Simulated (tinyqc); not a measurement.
Four-point probe, van der Pauw, Hall and spreading-resistance readings of a semiconductor layer: one step, computed by the program tinyqc.

The layer is uniform and ohmic; contacts are points unless a radius is given.

Task: Finite wafer. For a thin circular wafer probed at its centre, R_s = C V/I with C = pi/(ln 2 + ln[((D/s)^2 + 3)/((D/s)^2 - 3)]).

Inputs (values chosen for the exercise, modelled on p-type silicon): wafer diameter over spacing D/s = 11.

Backing of the layer: insulating.

Give: factor C; error if pi/ln 2 is used.

Result:

factor C = 4.230

error if pi/ln 2 is used = 7.155 %
